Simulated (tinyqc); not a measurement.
## Mobility and threshold from two currents

Problem. In the linear region I = mu Cox (W/L) [(Vgs - VT) Vds - m Vds^2/2], Cox = eps0 eox/tox. Find mu and VT.

Inputs (values chosen for the exercise): relative permittivity of the gate insulator eox = 3.72; insulator thickness tox = 4.5 nm; gate width W = 1 um; gate length L = 10 um.

Constants: eps0 = 8.8541878128e-14 F/cm where lengths are in cm. Results are converted to the units shown.

I at Vgs = 0.83 and 1.33 V, Vds = 0.05 V (uA): 0.41250448  0.96146413
m = 1.0886607

Solution. The slope dI/dVgs is mu Cox (W/L) Vds; the line meets zero current at VT + m Vds/2.

mu = 300 cm^2/(V s)
VT = 0.427 V

Computed by the program tinyqc: `OMP_NUM_THREADS=1 python tinyqc.py 2360025 2360026 out.jsonl`, one thread of a shared Intel Xeon 2.30GHz, about 0.05 s for the whole run.
